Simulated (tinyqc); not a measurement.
Plane-averaged potentials: correction of a charged-defect supercell by a model charge and potential alignment (plane-averaged potentials). Computed by tinyqc, a small Python program. Command: `OMP_NUM_THREADS=1 python tinyqc.py 3111556 3111557 out.jsonl align walk`. One thread of a shared host (Intel(R) Xeon(R) Processor @ 2.30GHz), about 0.01 s of CPU time with the checks.

The "true" defect charge is (1 - x) q in a Gaussian of width sigma plus x q in one of width sigma_t, so the exact answer is known; the correction sees only a single model Gaussian of width sigma_m. A Gaussian of width s has the transform rho(G) = exp(-G^2 s^2/2), normalised to 1. A uniform background cancels q, so G = 0 is left out. Potentials are those felt by a unit positive charge. E_0 is the formation energy of the isolated defect, E_cell its value in the supercell, E_lat = E_iso - E_per of the model charge, C the true less the model potential far from the defect; the exact correction is E_0 - E_cell, and the error of a scheme is E_cell plus its correction less E_0.

Inputs (values chosen for the exercise, with screening close to that of SiO2):

| quantity | value | unit |
|---|---|---|
| defect charge q | 1 | e |
| dielectric constant eps | 3.85 | - |
| edge of the cubic cell L | 16.1 | angstrom |
| width sigma of the true defect charge | 1.5 | angstrom |
| width sigma_m of the model charge | 1.2 | angstrom |
| share x of the charge in a wide tail | 0 | - |
| width sigma_t of the tail | 3 | angstrom |

Constants: e^2/(4 pi eps_0) = 14.39964548 eV angstrom.

Method. Plane-averaged potential at distance z from the defect: V(z) = (4 pi q/(eps L^3)) (e^2/(4 pi eps_0 e)) sum_(m != 0) rho(G_m) cos(G_m z)/G_m^2, G_m = 2 pi m/L, |m| <= 40.

Potentials (V):

| z/L | z (angstrom) | true | model | difference |
|---|---|---|---|---|
| 0.00 | 0.000 | 0.14744 | 0.16458 | -0.017140 |
| 0.05 | 0.805 | 0.13583 | 0.14940 | -0.013570 |
| 0.10 | 1.610 | 0.10491 | 0.11095 | -0.006047 |
| 0.15 | 2.415 | 0.06367 | 0.06349 | 0.000174 |
| 0.20 | 3.220 | 0.02086 | 0.01760 | 0.003260 |
| 0.25 | 4.025 | -0.01804 | -0.02232 | 0.004279 |
| 0.30 | 4.830 | -0.05063 | -0.05514 | 0.004516 |
| 0.35 | 5.635 | -0.07613 | -0.08069 | 0.004556 |
| 0.40 | 6.440 | -0.09437 | -0.09893 | 0.004561 |
| 0.45 | 7.245 | -0.10532 | -0.10988 | 0.004561 |
| 0.50 | 8.050 | -0.10897 | -0.11353 | 0.004561 |

What does the comparison show, and why?

The difference moves by 0.00 mV between z/L = 0.4 and 0.5: a plateau.
